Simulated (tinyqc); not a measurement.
Energies of the polytypes: polytypes and stacking faults of a tetrahedral semiconductor in an axial Ising model with couplings up to third neighbours. Computed by tinyqc, a small Python program. Command: `OMP_NUM_THREADS=1 python tinyqc.py 3010608 3010609 out.jsonl polytype walk`. One thread of a shared host (Intel(R) Xeon(R) Processor @ 2.30GHz), about 0.01 s of CPU time with the checks.

Each double layer has s = +1 or -1 for the sense of its stacking step; E per pair of atoms = E0 - sum_n J_n <s_i s_(i+n)>, n = 1, 2, 3. Hexagonality h = (1 - <s_i s_(i+1)>)/2.

Inputs (values chosen for the exercise, for a model crystal):

| quantity | value | unit |
|---|---|---|
| J1 | 11 | meV/pair |
| J2 | -0.335 | meV/pair |
| J3 | -0.39 | meV/pair |
| gap of 3C | 1.17 | eV |
| gap of 4H | 1.1 | eV |

Method. E - E(3C) = sum_n J_n (1 - C_n), C_n = <s_i s_(i+n)>. The gap is taken linear in h between 3C (h = 0) and 4H (h = 1/2), a rough rule, with a dash beyond.

correlations of the repeat units 3C (+), 2H (+-), 4H (++--), 6H (+++---), 15R (+++--), 8H (++++----), 21R (++++---), 9R (++-):
```
        n = 1     n = 2     n = 3
3C    1.00000   1.00000   1.00000
2H   -1.00000   1.00000  -1.00000
4H    0.00000  -1.00000   0.00000
6H    0.33333  -0.33333  -1.00000
15R   0.20000  -0.60000  -0.60000
8H    0.50000   0.00000  -0.50000
21R   0.42857  -0.14286  -0.71429
9R   -0.33333  -0.33333   1.00000
```

Polytypes:

| polytype | h | E - E(3C) (meV/pair) | gap by the linear rule (eV) |
|---|---|---|---|
| 3C | 0.0000 | 0.000 | 1.1700 |
| 2H | 1.0000 | 21.220 | - |
| 4H | 0.5000 | 9.940 | 1.1000 |
| 6H | 0.3333 | 6.107 | 1.1233 |
| 15R | 0.4000 | 7.640 | 1.1140 |
| 8H | 0.2500 | 4.580 | 1.1350 |
| 21R | 0.2857 | 5.234 | 1.1300 |
| 9R | 0.6667 | 14.220 | - |

E(2H) - E(3C) = 21.22 meV/pair

E(4H) - E(3C) = 9.94 meV/pair

E(6H) - E(3C) = 6.1067 meV/pair

What does the comparison show, and why?

The lowest is 3C, 4.580 meV/pair below 8H. J1/|J2| = 32.84: for J3 = 0 and J2 < 0 the ground state is 2H below -2, 4H between -2 and 2, and 3C above 2; at 2 itself all periods with bands of two or more layers are degenerate.

Extremes, crossings and ranges named in words are read from the listed rows.
